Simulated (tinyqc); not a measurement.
Drift exponent from two reads.

Inverse problem. Ra = R0 (t/t0)^nu. Find nu, R0 and Ra after ten years (3.15576e8 s).

Parameters, values chosen for the exercise: reference time t0 = 0.001 s.

Ra at t = 0.01 and 3 s, both at 300 K (Mohm): [3.0600452, 6.2071304]

Answer. ln Ra is linear in ln t with slope nu.

nu = 0.124
R0 = 2.30 Mohm
Ra after ten years = 61.3 Mohm

tinyqc, about 0.01 s, one thread, Intel Xeon 2.30GHz (shared host): `OMP_NUM_THREADS=1 python tinyqc.py 2880104 2880105 out.jsonl`
